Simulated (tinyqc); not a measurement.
# Floating body of a partially depleted SOI transistor: body voltage and kink, step by step

Numbers from tinyqc (`OMP_NUM_THREADS=1 python tinyqc.py 2182028 2182029 out.jsonl`; about 0.2 s on one thread of a shared Intel Xeon 2.30GHz). Printed values are rounded.

Source at 0 V. Channel current Ic = 2 nf K Vt^2 [F(0) - F(Vd)](1 + la Vd), F(V) = ln^2(1 + exp((Vg - VT - nf V)/(2 nf Vt))), VT = VT0 - gb Vb. Saturation voltage Vs = 2 Vt sqrt(F(0)) + 3 Vt, excess Ve = (Vd - Vs + sqrt((Vd - Vs)^2 + 0.0004 V^2))/2, multiplication M1 = Ai Ve exp(-Bl/Ve). Each junction passes D(v) = J1 (exp(v/Vt) - 1) + J2 (exp(v/(2 Vt)) - 1). Bipolar current Ib = bb J1 (exp(Vb/Vt) - 1). The body settles where M1 (Ic + Ib) = D(Vb) + D(Vb - Vd) + Vb/Rb; drain current Id = (1 + M1)(Ic + Ib) - D(Vb - Vd).

Parameters, values chosen for the exercise; values of the order met in partially depleted silicon-on-insulator transistors:
- T = 300 K (temperature)
- VT0 = 0.31 V (threshold at zero body voltage)
- gb = 0.35 (fall of the threshold per volt of body voltage)
- nf = 1.47 (slope factor)
- K = 280 uA/(V^2 um) (gain factor per width)
- la = 0.08 1/V (channel-length modulation factor)
- Ai = 3.98 1/V (impact-ionisation prefactor)
- Bl = 4 V (impact-ionisation voltage)
- J1 = 2.1e-12 uA/um (diffusion saturation current of each junction)
- J2 = 1.1e-9 uA/um (recombination saturation current of each junction)
- bb = 0.5 (gain of the lateral bipolar transistor on the diffusion current)
- Rb = 1e9 kohm um (resistance of a weak body tie to the source (1e9 stands for no tie, and the term is then dropped))
- Vg = 0.72 V (gate voltage)
- Vd = 1.3 V (drain voltage)

Constants: q = 1.602176634e-19 C, kB = 1.380649e-23 J/K, Vt = kB T/q. Results are converted to the units shown.

Range of the model: The multiplication law is an empirical form chosen for the exercise; self-heating and capacitive coupling to the body are left out, and the linear laws are rough once Vb passes about 0.7 V or M1 about 0.1.

## Starting value

Vb = 0.61 V.

Vb at the start = 0.61 V

## Iteration 1: new Vb

Current into the body I_in = M1 (Ic + Ib) - D(Vb - Vd), current out I_out = D(Vb) + Vb/Rb; f = ln(I_in/I_out), s = df/dVb by central differences over 1e-5 V, Vb(new) = Vb - f/s.

Ic = 40.87725 uA/um
Ve = 0.7984054 V
M1 = 0.02119812
I_in = 0.8669144 uA/um
I_out = 0.03727998 uA/um
f = 3.146484
s = -39.25793 1/V
Vb after iteration 1 = 0.6901490 V

## Iteration 2: new Vb

As before.

Ic = 44.63724 uA/um
Ve = 0.7793298 V
M1 = 0.01830365
I_in = 0.8245706 uA/um
I_out = 0.8252304 uA/um
f = -7.998667e-4
s = -39.12021 1/V
Vb after iteration 2 = 0.6901286 V

## Course of the iteration

Stop when the step is below 1e-10 V, or after 40 iterations.

Course of the iteration:

| iteration | Vb before the step (V) | step (V) |
|---|---|---|
| 1 | 0.61 | 0.0801 |
| 2 | 0.6901490 | -2.04e-5 |
| 3 | 0.6901286 | 5.82e-11 |

Converged in 3 iterations.

## Drain current with floating and with grounded body

converged Vb = 0.6901286 V

Id and VT at the converged Vb, Id at Vb = 0, their ratio, and the bipolar share Ib/(Ic + Ib).

VT = 0.06845500 V
Id, floating = 45.87278 uA/um
Id, grounded = 18.66200 uA/um
ratio = 2.458085
bipolar share = 0.9144530 %

The body rises to 0.690 V and lowers the threshold by 242 mV.
